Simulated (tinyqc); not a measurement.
# Thin film between two gates, subbands and threshold shift from confinement: effects of single changes

Undoped body with a flat potential across it, hard walls, transport along x. Three valley pairs (g = 2 each) with the longitudinal mass along x, y or z. Non-parabolicity enters the subband edges through E (1 + al E) = gamma, so E = 2 gamma/(1 + sqrt(1 + 4 al gamma)); motion within a subband is taken as parabolic with the band-edge mass. Energies are counted from the bulk band edge.

Parameters, values chosen for the exercise; masses close to those of silicon:
- T = 400 K (temperature)
- ml = 0.91 m0 (longitudinal mass)
- mt = 0.192 m0 (transverse mass)
- al = 0.5 1/eV (non-parabolicity)
- t = 9.4 nm (film thickness (along z))
- dl = 0.3 nm (widening of the box by penetration into the insulator)
- Cg = 2.6 uF/cm^2 (gate capacitance per area of interface)

Constants: q = 1.602176634e-19 C, kB = 1.380649e-23 J/K, hbar = 1.054571817e-34 J s, m0 = 9.1093837015e-31 kg, Vt = kB T/q, hbar^2/(2 m0) = 0.0380998212 eV nm^2. Results are converted to the units shown.

Each table varies one quantity; the others keep the values above.

## Confinement against the film thickness

gamma = C (pi k/(t + dl))^2/mz, C = hbar^2/(2 m0). Each subband has N_k = g sqrt(mx my) m0 kB T/(pi hbar^2); without degeneracy n = exp(EF/Vt) sum N_k exp(-E_k/Vt). Classical value Nc times t, Nc = sum over valleys of 2 g (m m0 kB T/(2 pi hbar^2))^1.5 with m = (mx my mz)^(1/3). Threshold shift dVT = Vt ln(classical value/sum N_k exp(-E_k/Vt)). With degeneracy n = sum N_k F((EF - E_k)/Vt), F(x) = ln(1 + exp(x)); gate: Vg = EF + q n/(Cg P), P = 2 (both faces), summed over the 60 lowest subbands at most, with Vg counted from the value that would put EF at the bulk band edge of an empty body. The last two columns are for Vg = 0.4 V; sensitivity d(dVT)/dt by central differences between 0.99 and 1.01 times the value.

Results:

| t (nm) | E_1 (meV) | gap to the next edge (meV) | dVT (mV) | sensitivity (mV/nm) | n/P (cm^-2) | share of the lowest subband (%) |
|---|---|---|---|---|---|---|
| 2 | 75.28 | 199.4 | 89.84 | -47.06 | 4.500e12 | 98.37 |
| 2.7 | 44.91 | 124.4 | 67.43 | -22.81 | 5.035e12 | 84.65 |
| 3.6 | 26.81 | 76.52 | 50.45 | -16.23 | 5.592e12 | 58.95 |
| 4.7 | 16.39 | 47.67 | 35.60 | -10.78 | 6.042e12 | 39.84 |
| 6.3 | 9.442 | 27.81 | 23.29 | -5.278 | 6.416e12 | 26.95 |
| 8.4 | 5.445 | 16.16 | 15.71 | -2.451 | 6.700e12 | 19.08 |
| 15 | 1.764 | 5.272 | 7.665 | -0.6090 | 7.154e12 | 9.863 |
| 20 | 1.002 | 3.001 | 5.454 | -0.3213 | 7.344e12 | 7.219 |

Estimate the missing row, t = 11 nm.

Computed row:

| t (nm) | E_1 (meV) | gap to the next edge (meV) | dVT (mV) | sensitivity (mV/nm) | n/P (cm^-2) | share of the lowest subband (%) |
|---|---|---|---|---|---|---|
| 11 | 3.231 | 9.631 | 11.16 | -1.253 | 6.925e12 | 13.98 |

With this row back in the table: As t grows from 2 to 20 nm, E_1 falls from 75.3 to 1.00 meV and dVT falls from 89.8 to 5.45 mV. E_1 goes as t^(-1.72) at the thin end (-2 for a parabolic band without penetration); a thickness error of 0.2 nm moves the threshold by 9.4 mV in the first row and 0.064 mV in the last. The charge per interface area rises from 4.50e12 to 7.34e12 cm^-2. For t = 2, 2.7 the body is too thin for bulk effective masses to be reliable. In every row the charge in the last two columns would bend the potential across the body noticeably, which is left out.

## Charge and subband filling against gate voltage

Same model as above.

Each subband has N_k = g sqrt(mx my) m0 kB T/(pi hbar^2). Cq = q dn/dEF.

Result of one run:

| Vg (V) | EF - E_1 (eV) | n (cm^-2) | n/P (cm^-2) | share of the lowest subband (%) | Cq/(Cg P) | total C/(Cg P) |
|---|---|---|---|---|---|---|
| 0.35 | -0.02773 | 1.212e13 | 6.059e12 | 16.87 | 9.674 | 0.9063 |

What becomes of these results when the gate voltage Vg is changed from 0.35 to -0.02 V, all else the same?

Result of the changed run:

| Vg (V) | EF - E_1 (eV) | n (cm^-2) | n/P (cm^-2) | share of the lowest subband (%) | Cq/(Cg P) | total C/(Cg P) |
|---|---|---|---|---|---|---|
| -0.02 | -0.09070 | 2.152e12 | 1.076e12 | 17.85 | 1.884 | 0.6532 |

The whole series:

| Vg (V) | EF - E_1 (eV) | n (cm^-2) | n/P (cm^-2) | share of the lowest subband (%) | Cq/(Cg P) | total C/(Cg P) |
|---|---|---|---|---|---|---|
| -0.15 | -0.1627 | 2.713e11 | 1.357e11 | 18.06 | 0.2419 | 0.1948 |
| -0.02 | -0.09070 | 2.152e12 | 1.076e12 | 17.85 | 1.884 | 0.6532 |
| 0.1 | -0.06025 | 5.059e12 | 2.529e12 | 17.55 | 4.305 | 0.8115 |
| 0.23 | -0.04057 | 8.639e12 | 4.320e12 | 17.19 | 7.113 | 0.8767 |
| 0.35 | -0.02773 | 1.212e13 | 6.059e12 | 16.87 | 9.674 | 0.9063 |
| 0.47 | -0.01762 | 1.568e13 | 7.842e12 | 16.56 | 12.15 | 0.9239 |
| 0.6 | -0.008594 | 1.961e13 | 9.805e12 | 16.25 | 14.71 | 0.9363 |
| 0.72 | -0.001459 | 2.327e13 | 1.164e13 | 15.97 | 16.96 | 0.9443 |
| 0.85 | 0.005345 | 2.727e13 | 1.364e13 | 15.69 | 19.28 | 0.9507 |

EF passes E_1 = 0.00438 eV at Vg = 0.747 V. The share of the lowest subband falls from 18.1 to 15.7 % and the total capacitance rises from 0.195 to 0.951 of Cg P. In the last row 5.2 % of an added gate voltage goes into raising EF (from the last two rows). For Vg = -0.02, 0.1, 0.23, 0.35, 0.47, 0.6, 0.72, 0.85 the charge would bend the potential across the body noticeably, which is left out.

tinyqc, about 0.06 s, one thread, Intel Xeon 2.30GHz (shared host): `OMP_NUM_THREADS=1 python tinyqc.py 2350025 2350026 out.jsonl`
